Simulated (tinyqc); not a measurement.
Polytypes and stacking faults of a tetrahedral semiconductor in an axial Ising model with couplings up to third neighbours: one step, computed by the program tinyqc. Command: `OMP_NUM_THREADS=1 python tinyqc.py 3019362 3019363 out.jsonl polytype walk`. One thread of a shared host (Intel(R) Xeon(R) Processor @ 2.30GHz), about 0.01 s of CPU time with the checks.

Each double layer has s = +1 or -1 for the sense of its stacking step; E per pair of atoms = E0 - sum_n J_n <s_i s_(i+n)>, n = 1, 2, 3. Hexagonality h = (1 - <s_i s_(i+1)>)/2.

Task: Electronic energy gained by the fault. The fault binds electrons in a two-dimensional band E_b below the conduction edge, g2 = m m0/(pi hbar^2) for one valley. With the Fermi level held by the bulk, eta = ln[n/N_c(T)], N_c(T) = N_c (T/300)^1.5, the grand potential falls by g2 (k_B T)^2 F1(x), x = eta + E_b/(k_B T), F1(x) = integral from 0 to infinity of ln(1 + exp(x - t)) dt; sheet density g2 k_B T ln(1 + e^x). Band bending by the trapped charge is left out, so the gain is an upper bound. Net fault energy = gamma of the intrinsic fault less the electronic gain.

Inputs (values chosen for the exercise, of the order of those of GaAs for J, a, G and the gaps):
```
quantity,value,unit
binding energy of the fault level E_b,0.053,eV
in-plane mass m,0.34,m0
effective density of states N_c at 300 K,2.7e+19,1/cm^3
electron density n,2.3e+18,1/cm^3
temperature T,450,K
```

Host polytype: 3C.

energy of the glide fault, intrinsic = 40.86726 mJ/m^2

Constants: m_0 = 9.1093837015e-31 kg; hbar = 1.054571817e-34 J s; k_B = 1.380649e-23 J/K; k_B = 8.617333262e-05 eV/K.

Give: x; sheet density; electronic gain; net fault energy.

Result:

x = -1.7044

sheet density = 9.2038e+11 1/cm^2

electronic gain = 0.059616 mJ/m^2

net fault energy = 40.808 mJ/m^2

The gain offsets 0.15 % of the fault energy.
